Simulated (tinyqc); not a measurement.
# MOS capacitor on a p-type substrate, surface potential from the exact charge relation, step by step

tinyqc, about 0.01 s, one thread, Intel Xeon 2.30GHz (shared host): `OMP_NUM_THREADS=1 python tinyqc.py 2060069 2060070 out.jsonl` Printed values are rounded.

Uniform p-type substrate, Boltzmann statistics, full ionisation, classical densities. psi is the surface potential against the body (positive when the bands bend down) and u = psi/Vt. Traps are spread evenly over the gap and neutral at flat band, so their charge is -q Dit psi; the minority quasi-Fermi level is shifted by Vb.

Parameters, values chosen for the exercise; band and dielectric values close to those of silicon:
```
symbol    value         unit                                                                 meaning
T           325            K                                                             temperature
Eg         1.13           eV                                                                band gap
eps_r      11.6                                                                relative permittivity
Nc       3.2e19        cm^-3                                  conduction-band density of states at T
Nv      2.97e19        cm^-3                                     valence-band density of states at T
chi        4.05           eV                                                       electron affinity
N        2.9e17        cm^-3                                       acceptor density of the substrate
eox         3.9               relative permittivity of the gate insulator (close to silicon dioxide)
tox         2.7           nm                                                     insulator thickness
phiM       4.61           eV                                                      gate work function
Nf            0        cm^-2                            fixed charge at the interface, in units of q
Dit           0  cm^-2 eV^-1                                              density of interface traps
Vb            0            V                    reverse bias of the inversion layer against the body
Vg         0.82            V                                           gate voltage against the body
```

Constants: q = 1.602176634e-19 C, kB = 1.380649e-23 J/K, Vt = kB T/q, eps0 = 8.8541878128e-14 F/cm where lengths are in cm. Results are converted to the units shown.

## Flat band, threshold and scales

ni = sqrt(Nc Nv) exp(-Eg/(2 Vt)), Eg in volts; phiF = Vt ln(N/ni); Cox = eps0 eox/tox; Vfb = phiM - chi - (Eg - Vt ln(Nv/N)) - q Nf/Cox; Q0 = sqrt(2 eps0 eps_r q N Vt); r = (ni/N)^2 exp(-Vb/Vt); VT = Vfb + [(2 phiF + Vb)(1 + q Dit/Cox) + sqrt(2 eps0 eps_r q N (2 phiF + Vb))/Cox].

ni = 5.33940e10 cm^-3
phiF = 0.434314 V
Cox = 1.27894 uF/cm^2
Vfb = -0.440358 V
Q0 = 51.7012 nC/cm^2
r = 3.38992e-14
VT = 0.653402 V

## Starting value

psi = Vg - Vfb (all of the voltage in the semiconductor).

psi at the start = 1.26036 V

## Iteration 1: Newton step for the surface potential

u = psi/Vt; F^2 = exp(-u) + u - 1 + r (exp(u) - u - 1); Qs = -sign(u) Q0 F; Cs = -dQs/dpsi = (Q0/Vt) |1 - exp(-u) + r (exp(u) - 1)|/(2 F). f = Vfb + psi + (q Dit psi - Qs)/Cox - Vg, f' = 1 + (Cs + q Dit)/Cox, psi(new) = psi - f/f'.

u = 45.0026
F = 1089.67
Qs = -56337.3 nC/cm^2
Cs = 1005.76 uF/cm^2
f = 44.0501 V
f' = 787.402
psi after iteration 1 = 1.20441 V

This iterate lies far beyond the solution, so its charge is not a physical one.

## Iteration 2: Newton step for the surface potential

As before.

u = 43.0051
F = 401.407
Qs = -20753.2 nC/cm^2
Cs = 370.415 uF/cm^2
f = 16.1710 V
f' = 290.627
psi after iteration 2 = 1.14877 V

## Iteration 3: Newton step for the surface potential

As before.

u = 41.0183
F = 148.766
Qs = -7691.38 nC/cm^2
Cs = 137.073 uF/cm^2
f = 5.90230 V
f' = 108.177
psi after iteration 3 = 1.09421 V

## Course of the Newton iteration

Stop when the step is below 1e-10 V, or after 60 iterations.

Course of the iteration:
```
iteration  psi before the step (V)    f (V)  step (V)
1                          1.26036     44.1   -0.0559
2                          1.20441     16.2   -0.0556
3                          1.14877     5.90   -0.0546
4                          1.09421     2.12   -0.0513
5                          1.04294    0.723   -0.0433
6                         0.999637    0.221   -0.0293
7                         0.970384   0.0518   -0.0120
8                         0.958375  5.53e-3  -1.61e-3
9                         0.956766  8.22e-5  -2.47e-5
10                        0.956741  1.88e-8  -5.66e-9
11                        0.956741  < 1e-11   < 1e-14
```

Converged in 11 iterations. In 3 iterations the step is within 3 % of 2 Vt = 56.0 mV: there Qs grows as exp(|u|/2), and a Newton step on such an exponential moves psi by 2 Vt whatever the distance left.

## Charges, field and capacitances at the solution

converged psi = 0.956741 V

u = psi/Vt; F^2 = exp(-u) + u - 1 + r (exp(u) - u - 1); Qs = -sign(u) Q0 F; Cs = -dQs/dpsi = (Q0/Vt) |1 - exp(-u) + r (exp(u) - 1)|/(2 F). Low frequency: 1/C_LF = 1/Cox + 1/(Cs + q Dit). High frequency, in the simple estimate in which traps and minority carriers do not follow: 1/C_HF = 1/Cox + 1/Cd, Cd being Cs with r = 0 at the same psi. Minority sheet density N_inv = (Q0/(2 q)) int_0^u r (exp(t) - 1)/F(t) dt for u > 0. Oxide field |Qs - q Dit psi + q Nf|/(eps0 eox).

Qs = -388.308 nC/cm^2
N_inv = 5.73699e11 cm^-2
oxide field = 1.12451 MV/cm
Cs = 2.97995 uF/cm^2
C_LF/Cox = 0.699702
C_HF/Cox = 0.111370

The surface is in strong inversion (borders at |psi| = 0, phiF + Vb and 2 phiF + Vb = 0.869 V). Minority carriers make up 23.7 % of Qs.
